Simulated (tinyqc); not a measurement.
# Small-signal admittance of a forward-biased p+-n diode: two studies

Holes injected into a neutral base of width wb with an ohmic contact at its end; low injection, p0 far above the equilibrium density. A small voltage v exp(i w t), w = 2 pi f, modulates the edge density by p0 v/Vt, and the small-signal density obeys Dp d2p/dx2 = (1/tau + i w) p.

Parameters, values chosen for the exercise; permittivity close to that of 4H silicon carbide:
- T = 275 K (temperature)
- eps_r = 9.7 (relative permittivity)
- Nd = 3.4e15 cm^-3 (donor density of the base)
- Dp = 2.4 cm^2/s (hole diffusion coefficient)
- tau = 1e-8 s (hole lifetime)
- wb = 2.3 um (width of the neutral base)
- p0 = 1.4e14 cm^-3 (excess hole density at the junction edge)
- Na = 5e18 cm^-3 (acceptor density of the p+ side)
- Rs = 0.0048 ohm cm^2 (series resistance)
- f = 8.8e5 Hz (signal frequency)

Constants: q = 1.602176634e-19 C, kB = 1.380649e-23 J/K, Vt = kB T/q, eps0 = 8.8541878128e-14 F/cm where lengths are in cm. Results are converted to the units shown.

Each table varies one quantity; the others keep the values above.

## Admittance against frequency

L = sqrt(Dp tau); direct current J = (q Dp p0/L) coth(wb/L); k = sqrt(1 + i w tau)/L; diffusion admittance Y = (q Dp p0/Vt) k coth(k wb) = G + i w C_diff; junction capacitance C_j = sqrt(q eps0 eps_r Nd/(2 Vr)) in the depletion approximation, with the remaining barrier Vr = Vt ln(Na/p0), a rough value under forward bias; base-width modulation is left out. Measured admittance 1/[Rs + 1/(Y + i w C_j)].

The same in every row: C_j (uF/cm^2) = 0.03069.

Admittance against frequency:
```
f (Hz),w tau,G (S/cm^2),C_diff (uF/cm^2),measured G (S/cm^2),measured C (uF/cm^2),phase of the measured Y (degrees)
50000,0.003142,16.25,0.05641,15.07,0.07495,0.08950
2e5,0.01257,16.25,0.05641,15.07,0.07495,0.3580
9e5,0.05655,16.25,0.05641,15.08,0.07495,1.610
4e6,0.2513,16.29,0.05635,15.13,0.07486,7.091
2e7,1.257,17.17,0.05489,16.30,0.07288,29.33
7e7,4.398,23.89,0.04429,25.13,0.05914,45.99
3e8,18.85,46.22,0.02325,61.29,0.03116,43.78
1e9,62.83,82.85,0.01298,129.4,0.01184,29.90
5e9,314.2,184.1,0.005841,196.8,0.001078,9.766
```

G starts at J/Vt = 16.3 S/cm^2 and C_diff at (J tau/(2 Vt))(1 - 2 x/sinh 2x) = 0.0564 uF/cm^2, x = wb/L = 1.48. Between the last two rows G goes as f^(0.50) and C_diff as f^(-0.50); the limits are 1/2 and -1/2, reached when the signal penetrates only sqrt(Dp/w). The measured C is 14 % below C_diff + C_j in the first row and 97 % below it in the last, the difference being due to Rs.

## Effect of the width of the neutral base

Same model as above.

The same in every row: w tau = 0.05529; C_j (uF/cm^2) = 0.03069.

Effect of the width of the neutral base:
```
wb (um),G (S/cm^2),C_diff (uF/cm^2),measured G (S/cm^2),measured C (uF/cm^2),phase of the measured Y (degrees)
0.077,295.3,0.002429,122.1,0.005667,0.01470
0.15,151.9,0.004727,87.85,0.01184,0.04271
0.3,76.67,0.009418,56.04,0.02143,0.1211
0.6,39.74,0.01856,33.37,0.03473,0.3297
1.2,22.57,0.03507,20.37,0.05353,0.8326
2.4,16.05,0.05776,14.90,0.07624,1.620
4.7,14.74,0.07157,13.76,0.08919,2.052
9.3,14.67,0.07328,13.71,0.09074,2.096
```

What does the comparison show?

As wb goes from 0.077 to 9.3, G falls from 295 to 14.7 S/cm^2, C_diff rises from 0.00243 to 0.0733 uF/cm^2 and the measured C rises from 0.00567 to 0.0907 uF/cm^2. C_diff exceeds C_j for wb = 1.2, 2.4, 4.7, 9.3.

Computed by the program tinyqc: `OMP_NUM_THREADS=1 python tinyqc.py 2890138 2890139 out.jsonl`, one thread of a shared Intel Xeon 2.30GHz, about 0.01 s for the whole run.
